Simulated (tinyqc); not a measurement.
# Changing the Luttinger gamma_3

Model: shallow acceptor in the spherical model (Baldereschi-Lipari), strong spin-orbit limit. Computed by tinyqc, a small Python program. Command: `OMP_NUM_THREADS=1 python tinyqc.py 3029266 3029267 out.jsonl acceptor sweep`. One thread of a shared host (Intel(R) Xeon(R) Processor @ 2.30GHz), about 0.02 s of CPU time with the checks.

The 1S(3/2) state has an s envelope f(r) and a d envelope g(r). In effective units they obey -(f'' + 2f'/r + 2f/r) + mu (g'' + 5g'/r + 3g/r^2) = E f and -(g'' + 2g'/r - 6g/r^2 + 2g/r) + mu (f'' - f'/r) = E g. The cubic term, the split-off band and the central cell are left out.

Inputs (values chosen for the exercise, modelled on ZnSe):

| quantity | value | unit |
|---|---|---|
| Luttinger gamma_1 | 3.76 | - |
| Luttinger gamma_2 | 1.24 | - |
| dielectric constant eps | 8.79 | - |
| spin-orbit gap Delta_so | 427 | meV |

Constants: Ry = 13.605693123 eV; a_0 = 0.529177210903 angstrom.

Method:
- Ry* = Ry/(gamma_1 eps^2), a* = a_0 eps gamma_1, mu = (6 gamma_3 + 4 gamma_2)/(5 gamma_1), delta = (gamma_3 - gamma_2)/gamma_1; spherical masses 1/(gamma_1 (1 - mu)) (heavy) and 1/(gamma_1 (1 + mu)) (light).
- Basis: f_i = exp(-zeta_i r), g_i = r exp(-zeta_i r), weight r^2 dr, s = zeta_i + zeta_j. S_ff = 2/s^3, H_ff = zeta_i zeta_j S_ff - 2/s^2; S_gg = 24/s^5, H_gg = 8/s^3 + 24 zeta_i zeta_j/s^5 - 12/s^4; H(f_i, g_j) = mu (6 zeta_i^2/s^4 + 2 zeta_i/s^3); S_fg = 0. Each function is normalised by sqrt(S_ii).
- Large basis: zeta_i = 0.08 x 1.55^(i-1), i = 1..20 in each channel; overlap eigenvalues below 1e-11 are dropped.
- Binding energies are -E Ry*; the mass that fits is E(1S) eps^2/Ry.

One run for each value:

| Luttinger gamma_3 | 1S(3/2) binding energy (meV) | d weight of 1S(3/2) | heavy-hole mass (m_0) | mu | 2S(3/2) binding energy (meV) |
|---|---|---|---|---|---|
| 0.501 | 56.0 | 0.0780 | 0.462 | 0.4237 | 15.08 |
| 0.695 | 59.8 | 0.1034 | 0.517 | 0.4856 | 16.39 |
| 0.890 | 64.8 | 0.1328 | 0.588 | 0.5479 | 18.10 |
| 1.080 | 71.5 | 0.1656 | 0.679 | 0.6085 | 20.32 |
| 1.280 | 81.3 | 0.2047 | 0.812 | 0.6723 | 23.56 |
| 1.470 | 95.3 | 0.2464 | 0.996 | 0.7330 | 28.08 |
| 1.670 | 119.2 | 0.2957 | 1.309 | 0.7968 | 35.71 |
| 1.860 | 162.1 | 0.3479 | 1.866 | 0.8574 | 49.22 |
| 2.060 | 278.7 | 0.4096 | 3.378 | 0.9213 | 85.65 |

Over the rows, 1S(3/2) binding energy (meV) rises from 56.0 to 279 (exponent d ln y / d ln x 0.20 between the first rows and 5.3 between the last); d weight of 1S(3/2) rises from 0.0780 to 0.410 (exponent d ln y / d ln x 0.86 between the first rows and 1.6 between the last); heavy-hole mass (m_0) rises from 0.462 to 3.38 (exponent d ln y / d ln x 0.35 between the first rows and 5.8 between the last).

Caution (rows 0.501, 2.06): gamma_3 and gamma_2 differ by more than 0.17 gamma_1: band warping, left out here, adds several per cent to the binding. Caution (rows 1.47, 1.67, 1.86, 2.06): the binding exceeds a fifth of the spin-orbit gap Delta_so, so the split-off band, left out, matters. Caution (rows 1.47, 1.67, 1.86, 2.06): the orbit is only a few bond lengths wide, so central-cell terms matter.
